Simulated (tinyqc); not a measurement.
## Yield against design margin

Cells fail independently with probability Q(k) = erfc(k/sqrt(2))/2 when the margin is k standard deviations, and Y = exp(-Nb Q(k)). phi = exp(-k^2/2)/sqrt(2 pi).  k = margin/s(dVT). With one spare that repairs any one cell, Y1 = exp(-x)(1 + x), x = Nb Q(k).

Values chosen for this exercise: number of cells Nb = 1048576.

s(dVT) = 18.9 mV

Yield against design margin:

| M (mV) | k | Q(k) | expected failures x | Y | Y1 |
|---|---|---|---|---|---|
| 88 | 4.656 | 1.611e-6 | 1.690 | 0.1846 | 0.4965 |
| 95 | 5.026 | 2.498e-7 | 0.2619 | 0.7695 | 0.9711 |
| 99 | 5.238 | 8.112e-8 | 0.08506 | 0.9185 | 0.9966 |
| 103 | 5.450 | 2.522e-8 | 0.02645 | 0.9739 | 0.9997 |
| 110 | 5.820 | 2.941e-9 | 0.003083 | 0.9969 | 1.000 |
| 117 | 6.190 | 2.999e-10 | 3.145e-4 | 0.9997 | 1.000 |
| 123 | 6.508 | 3.810e-11 | 3.995e-5 | 1.000 | 1.000 |
| 132 | 6.984 | 1.433e-12 | 1.503e-6 | 1.000 | 1.000 |

What does the table show?

Over a change of the margin from 88 to 132 mV, k goes from 4.66 to 6.98, the expected failures fall by 6.1 decades and the yield goes from 0.185 to 1.000. The spare helps most at M = 88 mV among the rows, where it lifts the yield from 0.185 to 0.496.

Numbers from tinyqc (`OMP_NUM_THREADS=1 python tinyqc.py 2090041 2090042 out.jsonl`; about 0.01 s on one thread of a shared Intel Xeon 2.30GHz).
